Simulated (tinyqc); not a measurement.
Capillary instabilities by surface diffusion: grooving and agglomeration of films, edge retraction, wire break-up and smoothing of roughness: one step, computed by the program tinyqc. Command: `OMP_NUM_THREADS=1 python tinyqc.py 3023129 3023130 out.jsonl dewet walk`. One thread of a shared host (Intel(R) Xeon(R) Processor @ 2.30GHz), about 0.01 s of CPU time with the checks.

Isotropic surface energy; shapes change by surface diffusion alone.

Problem. Groove growth in time. Mullins' isolated groove: depth below the flat surface d = 0.780 m (B t)^(1/4), m = tan(beta_s), width between the ridges 4.6 (B t)^(1/4); time to reach h: (h/(0.780 m))^4/B.

Inputs (values chosen for the exercise, for a model film): temperature T = 1651 K; film thickness h = 60 nm; grain radius R = 270 nm.

beta_s = 10.92386 degrees

length (B t)^(1/4) = 520.1911 nm

B = 3.050988e+08 nm^4/s

Give: groove depth; groove width; time to reach the substrate.

Solution.

groove depth = 78.31 nm

groove width = 2393 nm

time to reach the substrate = 82.71 s

Caution: this depth exceeds the film thickness, so the isolated-groove formula no longer applies. Caution: the grooves of neighbouring boundaries overlap, so the depth levels off at its final value. Caution: the grains are too small for the surface groove ever to reach the depth h.
